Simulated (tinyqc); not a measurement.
Tight binding, honeycomb lattice, step by step. One step of it, computed by the program tinyqc.

Problem. Bloch Hamiltonian at k. H_AB = -t1 (1 + exp(-i k.a1) + exp(-i k.a2)); H_AA = delta - 2 t2 sum cos(k.b + phi), H_BB = -delta - 2 t2 sum cos(k.b - phi), b = a1, a2 - a1, -a2.

Parameters chosen for this model:
```
parameter      value                        unit
t1          1.870000                 eV, nearest
t2                 0       eV, second neighbours
phi        -1.740000  rad, phase of t2 (Haldane)
delta       1.300000          eV, +/- on A and B
```

k point k (fractions of the reciprocal vectors): [-0.400000, 0.500000]

Give: H(k) at k.

Solution.

H(k) at k (eV), order A, B:
$$\begin{pmatrix}
1.300 & 1.513-1.099i \\
1.513+1.099i & -1.300
\end{pmatrix}$$
